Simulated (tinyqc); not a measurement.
Size of the sine basis: hole subbands of a hard-walled well, four-band Luttinger model.

Hole energies are counted downwards from the unstrained band edge, c = hbar^2/2m0. After the usual block transformation one block is H = [[P + Q - Zs, R - i S], [R + i S, P - Q + Zs]] in (heavy, light), with P +/- Q = c [(g1 +/- g2) k^2 + (g1 -/+ 2 g2) kz^2], R = sqrt(3) c gR k^2, S = 2 sqrt(3) c g3 k kz, kz = -i d/dz; axial approximation gR = (g2 + g3)/2. Zs = b (e_par - e_perp) is the shear part of the strain (the hydrostatic part shifts all levels alike and is left out). Basis sqrt(2/L) sin(n pi z/L), n = 1 to N, for each component: kz^2 gives (n pi/L)^2 and the heavy-light block is R delta_nm - 2 sqrt(3) c g3 k D_nm with D_nm = 4 n m/(L (n^2 - m^2)) for n + m odd, 0 otherwise. The other block has the same levels. The split-off band is left out.

Constants: hbar^2/2m0 = 3.80998211 eV angstrom^2.

Parameters, chosen for this exercise (near those of GaAs; the results hold for these values, not for the real material): g1 = 6.98 (Luttinger gamma1); g2 = 2.05 (gamma2); g3 = 2.92 (gamma3); L = 80 angstrom (well width along [001]); Zs = 0 eV (shear strain energy); k = 0.0578 1/angstrom (wave vector in the plane).

The four lowest hole energies at the given k for growing N.

Hole energies (meV):
```
N,E1,E2,E3,E4
2,48.723,110.939,242.181,363.645
3,42.544,85.056,186.915,225.970
4,42.539,81.464,156.266,202.117
6,42.039,80.572,152.963,196.189
10,41.869,80.260,152.149,195.147
20,41.827,80.177,151.965,194.948
40,41.822,80.165,151.941,194.925
80,41.821,80.164,151.938,194.922
```

Is N = 3 enough for 1 meV in the two lowest levels?

No: against N = 80, N = 3 errs by up to 4.89 meV in E1 and E2, always upwards, as a variational basis must. Both are within 0.1 meV of N = 80 from N = 10 on; N = 40 and N = 80 differ by 1.5e-03 meV at most.

Program tinyqc; command `OMP_NUM_THREADS=1 python tinyqc.py 1250558 1250559 out.jsonl`; about 0.4 s on one thread of a shared Intel(R) Xeon(R) Processor @ 2.30GHz.
